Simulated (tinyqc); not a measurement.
# Thin-film resistivity, exact integral against the thick limit

Fuchs-Sondheimer for a film of thickness d, k = d/lam: rho0/rho = 1 - (3 (1 - ps)/(2 k)) int_1^infinity (t^-3 - t^-5)(1 - exp(-k t))/(1 - ps exp(-k t)) dt; thick limit rho/rho0 = 1 + 3 (1 - ps)/(8 k).

Values chosen for this exercise; metal values close to those of copper:

| symbol | value | unit | meaning |
|---|---|---|---|
| rho0 | 1.68 | uohm cm | bulk resistivity |
| lam | 40.6 | nm | bulk mean free path |
| ps | 0 |  | specular share of surface scattering |

Result of one run:
```
d (nm)      k  rho/rho0, exact  thick limit  error of the limit (%)  rho (uohm cm)
110     2.709            1.158        1.138                   -1.71          1.946
```

What becomes of these results when the film thickness d is changed from 110 to 15 nm, all else the same?

Result of the changed run:
```
d (nm)       k  rho/rho0, exact  thick limit  error of the limit (%)  rho (uohm cm)
15      0.3695            2.214        2.015                   -8.98          3.719
```

The whole series:
```
d (nm)        k  rho/rho0, exact  thick limit  error of the limit (%)  rho (uohm cm)
2       0.04926            7.811        8.613                    10.3          13.12
3.9     0.09606            4.911        4.904                  -0.150          8.251
7.6      0.1872            3.220        3.003                   -6.72          5.409
15       0.3695            2.214        2.015                   -8.98          3.719
29       0.7143            1.649        1.525                   -7.52          2.770
56        1.379            1.330        1.272                   -4.37          2.234
110       2.709            1.158        1.138                   -1.71          1.946
210       5.172            1.078        1.073                  -0.521          1.811
410       10.10            1.039        1.037                  -0.138          1.745
```

rho/rho0 falls from 7.81 to 1.04. The error of the thick limit goes from 10 through a minimum of -9.0 (at d = 15 nm among the rows listed) to -0.14 %; it stays within 5 % for k of 1.379 and above among the rows listed. The change of sign at small k is a crossing of two different laws, not agreement.

tinyqc, about 0.01 s, one thread, Intel Xeon 2.30GHz (shared host): `OMP_NUM_THREADS=1 python tinyqc.py 2100131 2100132 out.jsonl`
